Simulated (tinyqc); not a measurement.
Worked calculation: donor near an oxide interface in a gate field (two-state model). Values are carried at full precision from step to step, so a last printed digit may differ when a step is redone from the rounded ones.

Interface at z = 0 (hard wall), donor at z = d, field F pulling electrons to the interface: potential e F z; 1 kV/cm = 1e-5 eV/angstrom, c = hbar^2/2m0, q = e^2/(4 pi eps0), Q = (eps - eo)/(eps + eo). Donor state: E_D = e F d - ED - q Q/(4 eps d), the last term joining the images of ion and electron. Interface state: z exp(-b z/2) exp(-rho^2/(2 L^2)) with E_z = c b^2/(4 mz) + 3 e F/b + q Q b/(8 eps), minimised over b; in the plane at z = 3/b the ion (distance D = d - 3/b) and its image (D' = d + 3/b) give E_rho = c/(mt L^2) - (q/eps)(sqrt(pi)/L)[erfcx(D/L) + Q erfcx(D'/L)], erfcx(x) = exp(x^2) erfc(x), minimised over L. E_I = E_z + E_rho.

Constants: hbar^2/2m0 = 3.80998211 eV angstrom^2; e^2/(4 pi eps0) = 14.39964547 eV angstrom.

Inputs chosen for the exercise (near those of a donor in Si below Si3N4, static dielectric constants; the results hold for these values, not for the real material): d = 180 angstrom (depth of the donor); ED = 31.7 meV (bulk binding energy); mz = 0.908 m0 (mass across the interface); mt = 0.19 m0 (mass in the plane); eps = 11.6 (dielectric constant of the semiconductor); eo = 7.5 (dielectric constant of the oxide); F = 21.5 kV/cm (field in the semiconductor); aD = 16.2 angstrom (donor radius); v = 0.45 (valley factor).

## The interface state across the interface

Solve c b/(2 mz) - 3 e F/b^2 + q Q/(8 eps) = 0; give Q, b, the three terms of E_z and <z> = 3/b.

Q = 0.2147
b = 0.06259 1/angstrom

kinetic, field and image terms (meV): 4.11  10.30  2.08

<z> = 47.9 angstrom

The image pushes the electron away from the oxide; without it <z> would be 44.4 angstrom.

## Binding in the plane

Give D, D', the best L, both terms and E_rho.

D, D' (angstrom): 132.1  227.9

L = 122.9 angstrom

kinetic and Coulomb terms (meV): 1.33  -8.35

E_rho = -7.02 meV

The bottom of the well lies at -10.6 meV, so the level is 34 % of the way up; L/D = 0.93. Above the critical field the ionised donor would thus still hold its electron as a dot at the interface.

## Where the electron sits

The two states couple by t = t0 exp(-D/aD) with t0 = q/(eps aD) (2 aD/L) sqrt(aD b/2) v, v a valley factor; this form is an estimate. With detuning u = E_D - E_I the splitting is sqrt(u^2 + 4 t^2) and the lower state has weight (1 - u/sqrt(u^2 + 4 t^2))/2 on the donor.

Give E_D, E_I, t, the splitting and the donor weight.

E_D, E_I (meV): 6.63  9.48

t = 0.00186 meV
splitting = 2.85 meV
donor weight = 1.000

The electron is on the donor; the contact hyperfine coupling scales with the donor weight. With this t, the tunnelling time pi hbar/(2t) at a crossing would be 555 ps (hbar = 6.58212e-16 eV s); here the detuning is 1.53e+03 t.

## Critical field

Find F at which E_D = E_I; compare the rule e F d = ED. The crossing width is 4t/(e D), with t and D formed anew at that field.

critical field = 23.7 kV/cm
ED/(e d) = 17.6 kV/cm
width = 0.0051 kV/cm

The confinement energy E_z = 17.5 meV raises the field needed and the attraction E_rho = -7.0 meV lowers it; the result is 1.34 times the simple rule.

## Checks

- E_z without images against 1.5 x 6^(2/3)/2 (c (e F)^2/mz)^(1/3), meV: both 14.34.
- E_rho from the radial equation in the full Coulomb well against the Gaussian trial function, meV: -7.1 against -7.0.

Program tinyqc; command `OMP_NUM_THREADS=1 python tinyqc.py 1280571 1280572 out.jsonl`; about 0.09 s on one thread of a shared Intel(R) Xeon(R) Processor @ 2.30GHz.
